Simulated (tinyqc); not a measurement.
Solubility, supersaturation, precipitation and gettering of an impurity in a silicon-like host: one step, computed by the program tinyqc. Command: `OMP_NUM_THREADS=1 python tinyqc.py 3009101 3009102 out.jsonl ripen walk`. One thread of a shared host (Intel(R) Xeon(R) Processor @ 2.30GHz), about 0.01 s of CPU time with the checks.

The wafer was saturated at T1 and is then held at T.

Question. Ham's law for sinks of fixed radius. tau0 = 1/(4 pi n r0 D); C_fixed(t) = C_eq + (C0 - C_eq) exp(-t/tau0). If all excess precipitates, the final radius is r_f = [r0^3 + 3 (C0 - C_eq)/(4 pi n C_p)]^(1/3), with tau_f = 1/(4 pi n r_f D).

Inputs (values chosen for the exercise, for a model impurity):
```
quantity                                   value    unit
temperature of saturation T1                1200       K
anneal temperature T                         949       K
sink density n                           2.5e+08  1/cm^3
initial sink radius r0                        17      nm
impurity density in the precipitate C_p  3.2e+22  1/cm^3
anneal time t                             120000       s
```

D(T) = 1.468203e-10 cm^2/s

C_eq(T) = 3.968734e+12 1/cm^3

C0 = 8.322114e+14 1/cm^3

Give: tau0; C_fixed(t); final radius r_f; tau_f.

Answer.

tau0 = 1.275e+06 s

C_fixed(t) = 7.578e+14 1/cm^3

final radius r_f = 30.94 nm

tau_f = 7.006e+05 s

The sinks grow 1.8 times, so the fixed radius underrates the later rate.
